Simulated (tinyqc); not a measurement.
Inputs raised by 5 %, one at a time: surface segregation during layer-by-layer epitaxy: two-layer exchange kinetics and the shape of quantum wells and delta layers. Computed by tinyqc, a small Python program. Command: `OMP_NUM_THREADS=1 python tinyqc.py 3005539 3005540 out.jsonl mbeseg sens`. One thread of a shared host (Intel(R) Xeon(R) Processor @ 2.30GHz), about 0.03 s of CPU time with the checks.

Atoms A and B exchange only between the growing layer and the one below it. B is supplied for N layers, then pure A follows.

Inputs (values chosen for the exercise, close to those used for germanium in silicon): barrier E1 for B to move up = 1.68 eV; segregation energy E_s = 0.25 eV; attempt frequency nu = 1 THz; growth rate G = 0.14 layers/s; share x0 of B in the flux during the well = 0.13; layers in the well N = 2; layer thickness = 1.36 angstrom; temperature T = 550 C.

Constants: k_B = 8.617333262e-05 eV/K.

Method:
- p1 = nu exp(-E1/(k_B T)) (B up, A down), p2 = nu exp(-(E1 + E_s)/(k_B T)) (B down); time per layer tau = 1/G; K = p1/p2.
- Temperatures in kelvin are T(C) + 273.15.
- Dilute equilibrium share passed up per layer R_eq = K/(1 + K).
- Each layer is deposited complete with B share x_dep and then exchanges for the time tau = 1/G with the layer below, whose share is b (total c = s + b fixed): ds/dt = p1 b (1 - s) - p2 s (1 - b), s(0) = x_dep. With the roots s1 < s2 of the right side, (s - s1)/(s - s2) = [(s(0) - s1)/(s(0) - s2)] exp(-(p1 - p2)(s2 - s1) tau). The lower layer is then buried with c - s, and s becomes the b of the next layer.
- In the dilute tail each layer passes up the share R = R_eq (1 - exp(-(p1 + p2) tau)); decay length = -layer thickness/ln R.
- Index 0 is the last layer of pure A below the well. Share of B outside the intended layers 1..N = 1 - (sum over 1..N)/(N x0).

Runs; columns: (1) input moved; (2) from; (3) to; (4) share passed up R; (5) decay length (angstrom); (6) peak share (largest buried share); (7) share of B outside the well:
```
(1)                                         (2)     (3)     (4)    (5)      (6)     (7)
base run                                      -       -  0.9714  46.83  0.00954  0.9284
barrier E1 for B to move up (eV)           1.68   1.764  0.9714  46.83  0.00954  0.9284
segregation energy E_s (eV)                0.25  0.2625  0.9759  55.72  0.00810  0.9390
attempt frequency nu (THz)                    1    1.05  0.9714  46.83  0.00954  0.9284
growth rate G (layers/s)                   0.14   0.147  0.9714  46.83  0.00954  0.9284
share x0 of B in the flux during the well  0.13  0.1365  0.9714  46.83  0.01016  0.9274
```

Exponents ln(y'/y) / ln(x'/x):
```
input                                      share passed up R  decay length  peak share (largest buried share)  share of B outside the well
barrier E1 for B to move up                            0.000         0.000                              0.000                        0.000
segregation energy E_s                                 0.095         3.564                             -3.351                        0.232
attempt frequency nu                                   0.000         0.000                              0.000                        0.000
growth rate G                                          0.000         0.000                              0.000                        0.000
share x0 of B in the flux during the well              0.000         0.000                              1.305                       -0.023
```

Which inputs matter most for each result?

Among the inputs moved here: share passed up R answers most in size to segregation energy E_s (exponent +0.095); its exponent is below 0.0005 for barrier E1 for B to move up, attempt frequency nu, growth rate G, share x0 of B in the flux during the well. Its exponent 0.000 in attempt frequency nu: equilibrium regime. Its exponent 0.000 in growth rate G: equilibrium regime. Decay length answers most in size to segregation energy E_s (exponent +3.564); its exponent is below 0.0005 for barrier E1 for B to move up, attempt frequency nu, growth rate G, share x0 of B in the flux during the well. Peak share (largest buried share) answers most in size to segregation energy E_s (exponent -3.351), next to share x0 of B in the flux during the well (+1.305); its exponent is below 0.0005 for barrier E1 for B to move up, attempt frequency nu, growth rate G. share of B outside the well answers most in size to segregation energy E_s (exponent +0.232), next to share x0 of B in the flux during the well (-0.023); its exponent is below 0.0005 for barrier E1 for B to move up, attempt frequency nu, growth rate G.

Caution (all rows): two-layer exchange with complete layers is a simplification that can understate segregation at low temperature; desorption, step-edge exchange and surfactants are left out.

Extremes, crossings and ranges named in words are read from the listed rows.
